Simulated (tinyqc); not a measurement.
Worked calculation: lattice vibrations of a chain. Computed by tinyqc, a small Python program that keeps every step. Command: `OMP_NUM_THREADS=1 python tinyqc.py 23414 23415 out.jsonl` (the two numbers bound the seeds that draw the settings). One thread of a shared host (Intel(R) Xeon(R) Processor @ 2.60GHz), about 0.01 s of CPU time with the checks.

## Dynamical matrix at q = 0.32

A chain moving along its axis:
```
atom,mass (u),spring to the next atom (eV/angstrom^2)
1,47.800000,29.800000
2,19.200000,24.100000
3,116.600000,13.800000
```

q is in units of 2 pi/a. A spring k from atom i to atom j, n cells on, adds k to Phi_ii and Phi_jj, -k exp(2 pi i q n) to Phi_ij and the conjugate to Phi_ji (for one atom a cell: 2k (1 - cos 2 pi q n)); D_ij = Phi_ij / sqrt(m_i m_j).

D(q) (eV/(angstrom^2 u)), lower triangle (Hermitian):
```
,1,2,3
1,0.912134
2,-0.983675,2.807292
3,0.078705-0.167256i,-0.509351,0.325043
```

## Frequencies

omega^2 are the eigenvalues; wavenumber = 521.4708 sqrt(eigenvalue) 1/cm.

eigenvalues: 0.132782  0.600724  3.310963

wavenumbers (1/cm): 190.0  404.2  948.9

weights |e|^2 of the mass-weighted modes:
```
,mode 1,mode 2,mode 3
atom 1,0.171305,0.684216,0.144478
atom 2,0.077777,0.094634,0.827589
atom 3,0.750918,0.221149,0.027933
```

## Dispersion and heat capacity

C/k_B per atom = mean over q = (j + 1/2)/80, j = 0..39 and all branches of y^2 e^y/(e^y - 1)^2, y = hc wavenumber / k_B T.

Wavenumbers (1/cm):
```
q,branch 1,branch 2,branch 3
0.000000,0.000000,456.051040,944.371296
0.062500,39.276654,453.845311,944.617104
0.125000,78.109097,447.326446,945.313554
0.187500,116.003633,436.797105,946.346206
0.250000,152.337701,422.802923,947.549792
0.312500,186.189850,406.262222,948.738131
0.375000,215.921277,388.848435,949.733958
0.437500,238.187999,373.949533,950.393560
0.500000,246.989181,367.600139,950.624099
```

Heat capacity:
```
T (K),C/k_B per atom
20,0.048707
50,0.126337
100,0.259786
200,0.481361
300,0.632883
600,0.856371
1200,0.958375
```

zero-point energy per atom = 31.189036 meV
